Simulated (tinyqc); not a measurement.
Effective work function and flat-band voltage of a metal/high-k/SiO2/Si stack with a dipole layer: one step. Where the gate Fermi level points. Five cases, with inputs chosen for the exercise.

Task: Position (EWF - chi)/Eg, 0 at the conduction and 1 at the valence edge; distances to both edges and to mid-gap; capacitance C = 3.9 eps0/EOT with eps0 = 8.8541878e-12 F/m.

Give: position; EWF - chi, chi + Eg - EWF, EWF - mid-gap; C.

Case 1.

Values chosen (out of a larger set: a stack on Si capped with a lanthanum-like oxide; not measured data): chi = 4.054 eV (electron affinity of the channel); Eg = 1.115 eV (gap of the channel).

EWF = 4.354084 eV
EOT = 14.8986 angstrom

Result:

position = 0.269

EWF - chi, chi + Eg - EWF, EWF - mid-gap (eV): 0.300  0.815  -0.257

C = 2.318 microF/cm^2

EWF lies 0.26 eV from mid-gap on the n side and 0.30 eV from the nearer edge; thin undoped bodies use values within about 0.3 eV of mid-gap.

Case 2.

Values chosen (out of a larger set: a stack on Si capped with an yttrium-like oxide; not measured data): chi = 4.054 eV (electron affinity of the channel); Eg = 1.121 eV (gap of the channel).

EWF = 4.730456 eV
EOT = 13.6933 angstrom

Result:

position = 0.603

EWF - chi, chi + Eg - EWF, EWF - mid-gap (eV): 0.676  0.445  0.116

C = 2.522 microF/cm^2

EWF lies 0.12 eV from mid-gap on the p side and 0.44 eV from the nearer edge; thin undoped bodies use values within about 0.3 eV of mid-gap.

Case 3.

Values chosen (out of a larger set: a stack on Si capped with an aluminium-like oxide; not measured data): chi = 4.057 eV (electron affinity of the channel); Eg = 1.116 eV (gap of the channel).

EWF = 4.419840 eV
EOT = 9.7244 angstrom

Result:

position = 0.325

EWF - chi, chi + Eg - EWF, EWF - mid-gap (eV): 0.363  0.753  -0.195

C = 3.551 microF/cm^2

EWF lies 0.20 eV from mid-gap on the n side and 0.36 eV from the nearer edge; thin undoped bodies use values within about 0.3 eV of mid-gap.

Case 4.

Values chosen (out of a larger set: a stack on Si capped with an aluminium-like oxide; not measured data): chi = 4.053 eV (electron affinity of the channel); Eg = 1.117 eV (gap of the channel).

EWF = 4.625568 eV
EOT = 11.4143 angstrom

Result:

position = 0.513

EWF - chi, chi + Eg - EWF, EWF - mid-gap (eV): 0.573  0.544  0.014

C = 3.025 microF/cm^2

EWF lies 0.01 eV from mid-gap on the p side and 0.54 eV from the nearer edge; thin undoped bodies use values within about 0.3 eV of mid-gap.

Case 5.

Values chosen (out of a larger set: a stack on Si capped with a titanium-like oxide; not measured data): chi = 4.056 eV (electron affinity of the channel); Eg = 1.116 eV (gap of the channel).

EWF = 4.786295 eV
EOT = 16.7193 angstrom

Result:

position = 0.654

EWF - chi, chi + Eg - EWF, EWF - mid-gap (eV): 0.730  0.386  0.172

C = 2.065 microF/cm^2

EWF lies 0.17 eV from mid-gap on the p side and 0.39 eV from the nearer edge; thin undoped bodies use values within about 0.3 eV of mid-gap.

Computed by tinyqc, one run a case: `OMP_NUM_THREADS=1 python tinyqc.py N N+1 out.jsonl` with N = 1851012, 1851032, 1880002, 1880014, 1880084; one thread of a shared Intel(R) Xeon(R) Processor @ 2.30GHz, about 0.01 s a run at most.
